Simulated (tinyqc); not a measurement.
X-ray reflectivity of a thin film on silicon: critical angles, Parratt recursion, fringes and roughness: one step, computed by the program tinyqc. Command: `OMP_NUM_THREADS=1 python tinyqc.py 3120563 3120564 out.jsonl xrr walk`. One thread of a shared host (Intel(R) Xeon(R) Processor @ 2.30GHz), about 0.01 s of CPU time with the checks.

n = 1 - delta + i beta; the classical electron radius is r_e = 2.8179403e-6 nm. Layer 0 is vacuum, 1 the film, 2 the substrate.

Question. Reflectivity at one angle. k_j = (2 pi/lambda) sqrt(sin^2 theta - 2 delta_j + 2 i beta_j); r_ij = (k_i - k_j)/(k_i + k_j) x exp(-2 k_i k_j sigma^2) (Nevot-Croce); r = (r_01 + r_12 p)/(1 + r_01 r_12 p), p = exp(2 i k_1 d); R = |r|^2.

Inputs (values chosen for the exercise, modelled on a porous low-k film on silicon, copper K-alpha radiation):
```
quantity                              value     unit
wavelength lambda                   0.15406       nm
film thickness d                       7.14       nm
roughness of the surface sigma_1       0.66       nm
roughness of the interface sigma_2      0.5       nm
grazing angle theta                    2.44  degrees
```

Constants:
```
layer      rho_e (1/nm^3)         delta          beta  critical angle (degrees)  q_c (1/nm)
film             389.1808  4.142697e-06  4.059843e-08                 0.1649222   0.2347884
substrate        711.4015  7.572626e-06  1.741704e-07                 0.2229774   0.3174375
```

Give: k_0, k_1, k_2; 1000 r_01; 1000 r_12; p; reflectivity R; q = 4 pi sin(theta)/lambda.

Answer.

k_0, k_1, k_2 (1/nm): 1.736  1.732  1.729

1000 r_01 = 0.08335-0.00082i

1000 r_12 = 0.2130-0.0084i

p = 0.9225-0.3846i

reflectivity R = 8.471e-08

q = 4 pi sin(theta)/lambda = 3.473 1/nm
